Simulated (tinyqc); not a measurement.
Square on-chip spiral inductor, lumped pi model: one step of the calculation.

Outer diameter do = di + 2 n wd + 2 (n - 1) sp, mean da = (do + di)/2, fill p = (do - di)/(do + di), length l = 4 n da. L = 2.34 mu0 n^2 da/(1 + 2.75 p), mu0 = 4 pi 1e-7 H/m. Rs = rho l/(wd delta (1 - exp(-th/delta))), delta = sqrt(rho/(pi f mu0)). Cs = n wd^2 eps0 eo/hu across the coil. At each end Cox = l wd eps0 eo/(2 ho) leads to the substrate branch Rsi = 2 rs he/(l wd) in parallel with Csi = l wd eps0 11.7/(2 he). With one end grounded Y = 1/(Rs + i w L) + i w Cs + 1/[1/(i w Cox) + 1/(1/Rsi + i w Csi)], w = 2 pi f; Q = -Im Y/Re Y. Eddy currents in neighbouring turns and in the substrate are left out.

Question. Admittance, quality factor and apparent inductance. Series branch 1/(Rs + i w L), substrate branch, total Y, Q = -Im Y/Re Y, apparent inductance Im(1/Y)/w, metal-only value w L/Rs, share of the loss in the substrate Re(substrate branch)/Re Y.

Inputs (values chosen for the exercise):
- f = 8.8 GHz (frequency)

L = 0.86261942 nH
Rs = 2.8553126 ohm
Cs = 6.1663094 fF
Cox = 17.722699 fF
Rsi = 68767.908 ohm
Csi = 15.064294 fF

Wanted: series branch; substrate branch; Y; Q; apparent inductance; w L/Rs; share of the loss in the substrate.

Answer.

series branch = 1.251-20.891i mS
substrate branch = 0.00425+0.45027i mS
Y = 1.255-20.100i mS
Q = 16.017
apparent inductance = 0.89630 nH
w L/Rs = 16.704
share of the loss in the substrate = 0.33856 %

Q is 95.9 % of the metal-only value.

tinyqc, about 0.01 s, one thread, Intel Xeon 2.30GHz (shared host): `OMP_NUM_THREADS=1 python tinyqc.py 2302178 2302179 out.jsonl`
